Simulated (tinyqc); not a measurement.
Ballistic Schottky-barrier transistor with a one-dimensional channel, WKB contacts: two steps of the calculation.

Source Fermi level 0, drain Fermi level -Vd. Far from the contacts Ec = pn - psi, and the gate moves psi one to one; the band edges relax as exp(-x/lam) from pn at the source and pn - Vd at the drain; Ev = Ec - Eg. A carrier of energy w inside the channel band meets at a contact a barrier of height D (the contact edge beyond the channel edge): T = 1 for w >= D, else exp(-S), S = 4 lam sqrt(m/C) [sqrt(D - w) - sqrt(w) arctan sqrt((D - w)/w)], C = hbar^2/(2 m0). The two contacts combine as Ts Td/(Ts + Td - Ts Td).

Inputs (values chosen for the exercise); channel values close to those of a carbon nanotube: temperature T = 300 K; band gap Eg = 0.564 eV; barrier for electrons at both contacts pn = 0.21 eV; hole mass mp = 0.058 m0; valleys or subbands g = 2; screening length at the contacts lam = 3.7 nm; drain bias Vd = 0.05 V; band shift psi of the channel by the gate ps = -0.24 V; energy of one carrier inside the channel band w0 = 0.099 eV; upper end of the grid wm = 0.47 eV; points of the grid nE = 17.

Constants: q = 1.602176634e-19 C, kB = 1.380649e-23 J/K, hbar = 1.054571817e-34 J s, h = 6.62607015e-34 J s, m0 = 9.1093837015e-31 kg, Vt = kB T/q, hbar^2/(2 m0) = 0.0380998212 eV nm^2. Results are converted to the units shown.

Problem 1. Transmission of one of the holes. S and T at both contacts for w = w0, and the tunnelling distance lam ln(D/w) at the higher barrier.

D for holes (eV): source 0.24000000, drain 0.29000000

Wanted: S at the source; S at the drain; combined T; tunnelling distance.

Solution 1.

S at the source = 1.839
S at the drain = 2.541
combined T = 0.05563
tunnelling distance = 3.977 nm

Problem 2. Current of the holes on a coarse grid. I = g (2 q^2/h) int T(w) [f(Es + w) - f(Ed + w)] dw, f(y) = 1/(1 + exp(y/Vt)). Electrons: Ds = psi, Dd = psi - Vd, Es = Ec, Ed = Ec + Vd. Holes: Ds = -psi, Dd = Vd - psi, Es = -Ev, Ed = -Ev - Vd. The size of each current is taken; both flow from drain to source and add. Simpson's rule on nE equally spaced w from 0 to wm.

Find: w; Ts; Td; T; size of the supply difference; current.

Solution 2.

```
point,w (eV),Ts,Td,T,size of the supply difference
0,0.0000,1.303e-4,5.362e-5,3.799e-5,0.06557
1,0.0294,0.01022,0.004428,0.003099,0.02240
2,0.0587,0.04449,0.02034,0.01416,0.007342
3,0.0881,0.1188,0.05758,0.04035,0.002373
4,0.1175,0.2442,0.1261,0.09069,7.633e-4
5,0.1469,0.4205,0.2329,0.1763,2.452e-4
6,0.1762,0.6315,0.3790,0.3103,7.873e-5
7,0.2056,0.8422,0.5562,0.5037,2.527e-5
8,0.2350,0.9910,0.7454,0.7404,8.113e-6
9,0.2644,1.000,0.9146,0.9146,2.605e-6
10,0.2938,1.000,1.000,1.000,8.361e-7
11,0.3231,1.000,1.000,1.000,2.684e-7
12,0.3525,1.000,1.000,1.000,8.616e-8
13,0.3819,1.000,1.000,1.000,2.766e-8
14,0.4113,1.000,1.000,1.000,8.879e-9
15,0.4406,1.000,1.000,1.000,2.850e-9
16,0.4700,1.000,1.000,1.000,9.149e-10
```

current = 0.001983 uA

Range of the model: No scattering, image-force lowering, channel charge or band-to-band tunnelling; parabolic kappa overstates S deep in the gap.

Computed by the program tinyqc: `OMP_NUM_THREADS=1 python tinyqc.py 2390104 2390105 out.jsonl`, one thread of a shared Intel Xeon 2.30GHz, about 0.08 s for the whole run.
